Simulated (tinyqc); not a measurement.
# Via and link resistance from two via chains

Question. A chain of 5000 vias joined by 5000 metal links has R = 5000 (Rv + Rlink), with Rlink proportional to the link length. Find Rv, Rlink for length L, and the value of Rv that the short chain would give if the links were ignored.

resistance of chains of 5000 links with link lengths L and 3 L (ohm): [78000, 1.14e5]

Answer. R per link is a straight line in the link length; its intercept at zero length is Rv.

Rv = 12.00 ohm
Rlink = 3.600 ohm
Rv without correction = 15.60 ohm

Computed by the program tinyqc: `OMP_NUM_THREADS=1 python tinyqc.py 2750192 2750193 out.jsonl`, one thread of a shared Intel Xeon 2.30GHz, about 0.01 s for the whole run.
